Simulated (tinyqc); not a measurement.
From results back to parameters: six-band hole subbands of a thin body in a field. Five cases, with inputs chosen for the exercise.

Problem. Without spin-orbit coupling the masses along a normal n are the inverse eigenvalues of C(n n^T)/c: 1/(g1 - 2 g2) twice and 1/(g1 + 4 g2) on (001); 1/(g1 - 2 g3) twice and 1/(g1 + 4 g3) on (111); on (110) 1/(g1 + g2 - 3 g3), 1/(g1 - 2 g2) and 1/(g1 + g2 + 3 g3). Three masses were computed from hidden g1, g2, g3.

Case 1.

heavy and light mass on (001) (m0): 0.278552  0.177620

heavy mass on (111) = 0.719424 m0

Case 2.

heavy and light mass on (001) (m0): 0.278552  0.177620

heavy mass on (111) = 0.719424 m0

Case 3.

heavy and light mass on (001) (m0): 0.203666  0.033080

heavy mass on (111) = 0.512821 m0

Case 4.

heavy and light mass on (001) (m0): 0.278552  0.177620

heavy mass on (111) = 0.729927 m0

Case 5.

heavy and light mass on (001) (m0): 0.202429  0.032852

heavy mass on (111) = 0.471698 m0

Find: g1, g2, g3; heaviest mass on (110).

Solution. The inverse masses on (001) differ by 6 g2, which gives g2 and g1; g3 = (g1 - 1/m(111))/2.

Case 1.

g1, g2, g3: 4.27  0.34  1.44

heaviest mass on (110) = 3.45 m0

Case 2.

g1, g2, g3: 4.27  0.34  1.44

heaviest mass on (110) = 3.45 m0

Case 3.

g1, g2, g3: 13.35  4.22  5.70

heaviest mass on (110) = 2.13 m0

Case 4.

g1, g2, g3: 4.27  0.34  1.45

heaviest mass on (110) = 3.85 m0

Case 5.

g1, g2, g3: 13.44  4.25  5.66

heaviest mass on (110) = 1.41 m0

Computed by tinyqc, one run a case: `OMP_NUM_THREADS=1 python tinyqc.py N N+1 out.jsonl` with N = 1251628, 1251697, 1251747, 1251759, 1251774; one thread of a shared Intel(R) Xeon(R) Processor @ 2.30GHz, about 0.4 s a run at most.
